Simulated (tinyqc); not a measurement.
Ellipsometry and reflectance of a transparent film on an absorbing substrate: one step of the calculation.

Air (index 1), film, substrate with N2 = n2 - i k2; time factor exp(+i w t). q_j = sqrt(N_j^2 - sin^2 th), root with positive real part. Fresnel coefficients r_s = (q_a - q_b)/(q_a + q_b), r_p = (N_b^2 q_a - N_a^2 q_b)/(N_b^2 q_a + N_a^2 q_b). tan(Psi) exp(i Delta) = R_p/R_s, Delta taken from 0 to 360 degrees.

Question. Interface coefficients and thickness period. q0, q1, q2 and the coefficients r01 and r12 for p and s; the results repeat in d with the period lam/(2 q1).

Values chosen for this exercise; indices close to those of silicon dioxide on silicon:
```
symbol  value     unit                                  meaning
lam     632.8       nm                               wavelength
th         75  degrees                       angle of incidence
n1      1.473                     index of the transparent film
n2      3.882                            index of the substrate
k2      0.019           extinction coefficient of the substrate
```

Wanted: q0; q1; q2; r01,p; r01,s; r12,p; r12,s; period.

Answer.

q0 = 0.2588
q1 = 1.112
q2 = 3.760-0.020i
r01,p = -0.3289
r01,s = -0.6224
r12,p = 0.3452-0.0020i
r12,s = -0.5435+0.0018i
period = 284.5 nm

Numbers from tinyqc (`OMP_NUM_THREADS=1 python tinyqc.py 2870138 2870139 out.jsonl`; about 0.01 s on one thread of a shared Intel Xeon 2.30GHz).
